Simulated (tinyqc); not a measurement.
What each change does: band folding and unfolding in a supercell of a chain.

A chain with hopping -t and n = 5 sites a supercell. H(K) has v_j on the diagonal, -t between neighbours and -t exp(2 pi i K) on the bond that closes the cell (from the last site to the first of the next cell). The point K holds the n wave vectors k_m = (K + m)/n of the primitive zone, in 2 pi/a, m = 0 to n - 1, with E0 = -2t cos(2 pi k_m). The unfolding weight of a state c on k_m is |sum_j c_j exp(-2 pi i k_m j)|^2/n, j = 0 to n - 1.

Values chosen for the exercise: t = 1.23 eV (hopping); v = (0.406, 0.125, -0.328, -0.328, 0.125) eV (site energies in the supercell); Kq = 0.37 2 pi/(n a) (wave vector in the small zone).

The two lowest levels at K and the weight of the lowest on k_0.

One parameter was then changed.

Results before and after:
```
case     level 1 (eV)  level 2 (eV)  weight
base          -2.2893       -1.6686  0.8750
changed       -2.3425       -1.5619  0.9223
```

Which of these changes was made? (a) Kq = 0.315 2 pi/(n a); (b) t = 1.353 eV; (c) v = (-0.406, -0.125, 0.328, 0.328, -0.125) eV.

Answer: (a) Kq = 0.315 2 pi/(n a). Of the candidates, run in turn, only this one gives the changed row.

All candidates:
```
case                                           level 1 (eV)  level 2 (eV)  weight
base                                                -2.2893       -1.6686  0.8750
t = 1.353 eV                                        -2.5026       -1.8453  0.8903
v = (-0.406, -0.125, 0.328, 0.328, -0.125) eV       -2.2894       -1.6685  0.8749
Kq = 0.315 2 pi/(n a)                               -2.3425       -1.5619  0.9223
```

(tinyqc, `OMP_NUM_THREADS=1 python tinyqc.py 1481256 1481257 out.jsonl`, Intel(R) Xeon(R) Processor @ 2.30GHz, 1 thread, shared host, about 0.01 s.)
